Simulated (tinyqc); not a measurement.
# Q-state Potts model on a small periodic square lattice: enumeration, Metropolis, heat-bath and Wolff steps, step by step

A worked calculation. Computed by tinyqc, a small Python program that keeps every step. Command: `OMP_NUM_THREADS=1 python tinyqc.py 3113341 3113342 out.jsonl potts walk`. One thread of a shared host (Intel(R) Xeon(R) Processor @ 2.30GHz), about 0.04 s of CPU time with the checks. Intermediate numbers are printed to about 6 digits and carried at full precision; extremes and crossings named in words are read from the listed rows.

E = -J x (number of nearest-neighbour bonds with equal states); n x n sites with periodic edges have 2 n^2 bonds. Order parameter m = (q f - 1)/(q - 1), f being the largest share of one state. Sites are numbered row by row from 0. Here q = 3 and n = 3.

Inputs (values chosen for the exercise, for a model of domains or grain orientations):
```
quantity            value  unit
number of states q      3     -
edge n                  3     -
coupling J             36   meV
temperature T         509     K
seed                86449     -
```

Update: Metropolis.

Constants: k_B = 8.617333262e-05 eV/K.

## Scales

K = J/(k_B T); the infinite square lattice orders at K_c = ln(1 + sqrt(q)); Wolff bond probability p = 1 - exp(-K).

K = 0.820752

K_c = 1.00505

T_c of the infinite lattice = 415.663 K

p = 0.559899

## Density of states

All q^(n^2) states are counted by their number b of equal bonds; weights g(b) exp(K b), K = J/(k_B T). Per site: u = -J <b>/n^2, c/k_B = K^2 (<b^2> - <b>^2)/n^2.

States by number of equal bonds:
```
b   g(b)  probability
0     12  4.91354e-07
2    540  1.14157e-04
3    936  4.49607e-04
4   3240  3.53631e-03
5   3996  9.91011e-03
6   3348  1.88663e-02
7   3240  4.14853e-02
8   2592  7.54105e-02
9    660  4.36304e-02
10   810  1.21668e-01
11   108  3.68608e-02
12   144  1.11674e-01
14    54  2.16211e-01
18     3  3.20183e-01
```

The most probable level has b = 18 of 18 bonds.

## Exact averages

ln Z = ln sum g(b) exp(K b); entropy per site s/k_B = (ln Z - K <b>)/n^2.

<b> = 13.2173

energy u = -52.8692 meV/site

heat capacity c = 1.16078 k_B/site

entropy s = 0.684764 k_B/site

## Order parameter

The same sums with m: <m> and the Binder ratio U = 1 - <m^4>/(3 <m^2>^2).

<m> = 0.716073

Binder ratio U = 0.548540

## Eight single-site steps

start states:
```
   1  2  3
1  0  0  2
2  1  1  1
3  2  1  1
```

random numbers, one row a step:
```
        1       2       3
1  0.2247  0.6768  0.9082
2  0.5026  0.9121  0.3517
3  0.9234  0.3344  0.1255
4  0.8286  0.9187  0.0764
5  0.8563  0.7480  0.0600
6  0.3164  0.1589  0.1404
7  0.1475  0.2319  0.2607
8  0.1798  0.7581  0.2751
```

Site = floor(r1 n^2). Trial state = (old + 1 + floor(r2 (q - 1))) mod q; it is accepted if r3 < min(1, exp(K db)), db the change in equal bonds.

Steps:
```
site  old  trial  db  acceptance  new
2       2      1   2     1.00000    1
4       1      0  -2     0.19369    1
8       1      2  -2     0.19369    2
7       1      0   0     1.00000    0
7       0      2   1     1.00000    2
2       1      2   0     1.00000    2
1       0      1   0     1.00000    1
1       1      0   0     1.00000    0
```

states afterwards:
```
   1  2  3
1  0  0  2
2  1  1  1
3  2  2  2
```

## A longer run and its error bar

After 400 updates are discarded, b is recorded for 4000 sweeps of n^2 steps of the update named (random numbers not printed, so these rows are one sample). Records are averaged in blocks; the error is the scatter of block means over sqrt(number of blocks), and the last column its square over that for single records.

Blocking:
```
block length    mean b     error  variance ratio
1             13.49675  0.061740         1.00000
4             13.49675  0.105938         2.94420
16            13.49675  0.147319         5.69355
40            13.49675  0.153112         6.15017
100           13.49675  0.139863         5.13185
```

The run gives 13.497 +/- 0.153 (blocks of 40) against the exact 13.217, a difference of 1.8 error bars. Single records understate the error by a factor of about 2.5, because successive records are correlated.

## Across the transition

m and U = 1 - <m^4>/(3 <m^2>^2) from the same sums; K = K_c T_c/T.

Exact values for this lattice:
```
T/T_c  share of equal bonds  c (k_B/site)       <m>         U
0.50               0.998601       0.04719  0.998909  0.666444
0.70               0.982993       0.32242  0.985444  0.663094
0.85               0.943806       0.75234  0.947663  0.651693
0.95               0.898668       1.05149  0.900833  0.635291
1.00               0.871061       1.16200  0.871111  0.623767
1.10               0.810163       1.25683  0.803462  0.594241
1.25               0.719837       1.12255  0.699092  0.538551
1.50               0.606977       0.69923  0.563549  0.444315
2.00               0.497909       0.26539  0.429633  0.331377
3.00               0.425694       0.07972  0.343875  0.269760
```

c is largest, 1.26 k_B, at T/T_c = 1.1: on so small a lattice the transition is a broad bump. At T_c the infinite lattice has a share (1 + 1/sqrt(q))/2 = 0.789 of equal bonds, against 0.871 here. <m> stays at 0.34 at 3 T_c, since the largest share among 9 sites always exceeds 1/q on average.

Checks made by the program: number of states (relative difference below 1e-10).
